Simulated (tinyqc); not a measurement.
Worked calculation: standing waves and exposure in a photoresist film. Values are carried at full precision from step to step, so a last printed digit may differ when a step is redone from the rounded ones.

Normal incidence from air. Unexposed resist: N1 = n1 + i k1 with k1 = (A + B) lam/(4 pi), lam in micrometres. r01 = (1 - N1)/(1 + N1), t01 = 2/(1 + N1). Substrate Ns = ns + i ks: r12 = (N1 - Ns)/(N1 + Ns). With p = exp(2 pi i N1 d/lam), the field at depth z is E(z) = t01 [exp(2 pi i N1 z/lam) + r12 p^2 exp(-2 pi i N1 z/lam)]/(1 + r01 r12 p^2), the relative intensity I(z) = n1 |E(z)|^2 and the reflectance R = |(r01 + r12 p^2)/(1 + r01 r12 p^2)|^2.

Parameters, chosen for this exercise (a resist on polySi, indices near tabulated ones; not measured data): lam = 248 nm (vacuum wavelength); n1 = 1.783 (resist index); A = 0.09 1/micrometre (bleachable absorption (Dill A)); B = 0.62 1/micrometre (fixed absorption (Dill B)); d = 355 nm (resist thickness); ns = 1.695 (substrate n); ks = 2.748 (substrate k); C = 0.015 cm^2/mJ (exposure rate (Dill C)); D = 40 mJ/cm^2 (incident dose); Ld = 30 nm (diffusion length of the post-exposure bake).

## Interface coefficients

Form N1, r01, t01 and r12.

N1 = 1.78300+0.01401i
r01 = -0.2814-0.0036i
t01 = 0.7186-0.0036i
r12 = -0.3673-0.4944i
|r12|^2 = 0.3793

Next to the bottom the intensity swings by a factor ((1 + |r12|)/(1 - |r12|))^2 = 17.7 between antinode and node.

## Round trip and reflectance

Form p^2, the denominator and R; the period of the standing wave is lam/(2 n1).

p^2 = 0.6154+0.4746i
1 + r01 r12 p^2 = 0.9958+0.1346i
R = 0.3040
period = 69.55 nm

The film holds 5.10 periods.

## Intensity and exposure over the lowest period

Nine depths from d - period to d. Without bleaching during the exposure the share of unexposed compound is m = exp(-C D I).

Profile:

| z (nm) | I | m |
|---|---|---|
| 285.5 | 0.480 | 0.750 |
| 294.1 | 0.134 | 0.923 |
| 302.8 | 0.294 | 0.838 |
| 311.5 | 0.864 | 0.595 |
| 320.2 | 1.509 | 0.404 |
| 328.9 | 1.849 | 0.330 |
| 337.6 | 1.684 | 0.364 |
| 346.3 | 1.108 | 0.514 |
| 355.0 | 0.457 | 0.760 |

I runs from 0.134 to 1.849 on these points, so m runs from 0.330 to 0.923; the least exposed point listed lies 60.9 nm above the bottom.

## Smoothing by the bake

Gaussian diffusion of length Ld multiplies a cosine of period L by exp(-2 pi^2 Ld^2/L^2). Give that factor, and the Ld that leaves 10 %.

factor = 0.0254
Ld for 10 % = 23.75 nm

## Checks

- R against the transfer-matrix product: both 0.30395.
- Absorption (A + B) d times the mean of I against 1 - R - T: both 0.262.

Run: tinyqc, `OMP_NUM_THREADS=1 python tinyqc.py 1680477 1680478 out.jsonl`; Intel(R) Xeon(R) Processor @ 2.30GHz, one thread, shared host; about 0.01 s of CPU time with all checks.
